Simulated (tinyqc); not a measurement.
# Absorption edge of a degenerate semiconductor, band filling against gap narrowing: approximations to the Fermi level

n-type, parabolic bands, full ionisation. eta = (EF - Ec)/kB T solves N = Nc F12(eta), F12(x) = (2/sqrt(pi)) int_0^infinity sqrt(u)/(1 + exp(u - x)) du. The gap shrinks rigidly by dEg = a3 y^(1/3) + a4 y^(1/4) + a2 y^(1/2), y = N/1e18 cm^-3, an empirical law that is here taken as the true narrowing.

With u = N/Nc: Boltzmann ln u; Joyce-Dixon ln u + 0.353553 u - 4.95009e-3 u^2 + 1.48386e-4 u^3 - 4.42563e-6 u^4; degenerate limit (3 sqrt(pi) u/4)^(2/3). The Einstein ratio is D/(mu Vt) = F12/Fm, Fm(x) = dF12/dx = (1/sqrt(pi)) int_0^infinity u^(-1/2)/(1 + exp(u - x)) du.

Values chosen for this exercise:
```
symbol    value   unit                                              meaning
Nc      1.63e17  cm^-3  conduction-band density of states at 250 K, from me
```

Result of one run:

| N (cm^-3) | N/Nc | eta | Boltzmann | Joyce-Dixon | degenerate | D/(mu Vt) |
|---|---|---|---|---|---|---|
| 1.1e18 | 6.748 | 4.108 | 1.909 | 4.106 | 4.317 | 3.042 |

What becomes of these results when the ionised donor density N is changed from 1.1e18 to 5.7e18 cm^-3, all else the same?

Result of the changed run:

| N (cm^-3) | N/Nc | eta | Boltzmann | Joyce-Dixon | degenerate | D/(mu Vt) |
|---|---|---|---|---|---|---|
| 5.7e18 | 34.97 | 12.86 | 3.554 | 9.592 | 12.93 | 8.663 |

The whole series:

| N (cm^-3) | N/Nc | eta | Boltzmann | Joyce-Dixon | degenerate | D/(mu Vt) |
|---|---|---|---|---|---|---|
| 8.5e15 | 0.05215 | -2.935 | -2.954 | -2.935 | 0.1688 | 1.018 |
| 1.9e16 | 0.1166 | -2.108 | -2.149 | -2.108 | 0.2885 | 1.041 |
| 4.3e16 | 0.2638 | -1.240 | -1.333 | -1.240 | 0.4973 | 1.093 |
| 9.8e16 | 0.6012 | -0.2980 | -0.5088 | -0.2980 | 0.8612 | 1.209 |
| 2.2e17 | 1.350 | 0.7684 | 0.2999 | 0.7684 | 1.477 | 1.460 |
| 5e17 | 3.067 | 2.163 | 1.121 | 2.163 | 2.552 | 2.003 |
| 1.1e18 | 6.748 | 4.108 | 1.909 | 4.106 | 4.317 | 3.042 |
| 2.5e18 | 15.34 | 7.350 | 2.730 | 7.279 | 7.463 | 5.057 |
| 5.7e18 | 34.97 | 12.86 | 3.554 | 9.592 | 12.93 | 8.663 |

Boltzmann is within 0.1 of eta up to N/Nc = 0.26, Joyce-Dixon within 0.01 up to 6.7, and the degenerate limit is off by 0.064 in the last row. The Einstein ratio rises from 1.02 to 8.66: degenerate carriers diffuse faster for the same mobility.

Range of the model: Band tails, non-parabolic bands and incomplete ionisation are left out.

Numbers from tinyqc (`OMP_NUM_THREADS=1 python tinyqc.py 2330042 2330043 out.jsonl`; about 0.01 s on one thread of a shared Intel Xeon 2.30GHz).
